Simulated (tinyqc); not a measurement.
Thermionic-field emission through a Schottky barrier, WKB: contact resistivity against doping.

Metal on an n-type semiconductor with one parabolic valley; V > 0 is forward bias (metal positive). Energies E are counted from the conduction edge of the neutral semiconductor, whose Fermi level lies at -xi; that of the metal lies at -xi - V. The barrier is a parabola of height Vd = phi - xi - V (depletion approximation, no image force).

Nc = 2 (2 pi me m0 kB T/h^2)^1.5 (times 1e-6 for cm^-3); Nd = Nc F12(-xi/Vt), F12(x) = (2/sqrt(pi)) int_0^infinity sqrt(u)/(1 + exp(u - x)) du; E00 = (hbar/2) sqrt(Nd/(me m0 eps0 eps_r)) in SI units (volts). For E < Vd, ln T(E) = -(Vd/E00) [sqrt(1 - y) - y ln((1 + sqrt(1 - y))/sqrt(y))], y = E/Vd; T(E) = 1 above. J = A* T (q/kB) int_0^infinity T(E) N(E) dE, N = ln[(1 + exp((-xi - E)/Vt))/(1 + exp((-xi - V - E)/Vt))], A* = 4 pi q me m0 kB^2/h^3 (times 1e-4 for A/(cm^2 K^2)). The integral is converged to the digits shown; the share over the barrier is that of E > Vd, and 0 means below 1e-6 %. The contact resistivity is rho_c = 1/(dJ/dV) at V = 0, where N becomes V f/Vt with f = 1/(1 + exp((E + xi)/Vt)). The last column is the thermionic value Vt exp(phi/Vt)/(A* T^2). By a common rule of thumb, E00/Vt below 0.5 marks thermionic emission, 0.5 to 5 thermionic-field emission and above 5 field emission.

Values chosen for this exercise; band and dielectric values close to those of gallium nitride: temperature T = 200 K; electron mass me = 0.201 m0; relative permittivity eps_r = 9.51; barrier height seen from the metal phi = 0.99 eV.

Constants: q = 1.602176634e-19 C, kB = 1.380649e-23 J/K, eps0 = 8.8541878128e-12 F/m, hbar = 1.054571817e-34 J s, h = 6.62607015e-34 J s, m0 = 9.1093837015e-31 kg, Vt = kB T/q. Results are converted to the units shown.

Contact resistivity against doping:
```
Nd (cm^-3),E00/Vt,rho_c (ohm cm^2),thermionic rho_c (ohm cm^2)
9.3e16,0.2376,9.776e15,1.578e17
2.1e17,0.3571,1.940e15,1.578e17
4.9e17,0.5454,8.714e13,1.578e17
1.1e18,0.8172,4.282e11,1.578e17
2.6e18,1.256,5.731e7,1.578e17
5.9e18,1.893,1772,1.578e17
1.3e19,2.809,0.2683,1.578e17
3.1e19,4.338,2.258e-4,1.578e17
7.1e19,6.565,2.159e-6,1.578e17
```

What does the comparison show?

rho_c falls from 9.78e15 to 2.16e-6 ohm cm^2: 0.062 of the thermionic value in the first row (thermionic emission) and 1.4e-23 of it in the last (field emission). Between the last two rows ln rho_c changes by 1.02 eV for each unit of 1/E00, to be set beside phi = 0.99 eV of the rule rho_c ~ exp(phi/E00). Even in the first row most of the current tunnels through the thin top of the barrier.

Range of the model: The depletion approximation, a parabolic band and the neglect of image-force lowering make these currents estimates at high doping.

Program tinyqc, `OMP_NUM_THREADS=1 python tinyqc.py 2640019 2640020 out.jsonl`; Intel Xeon 2.30GHz, shared host, one thread, about 0.01 s.
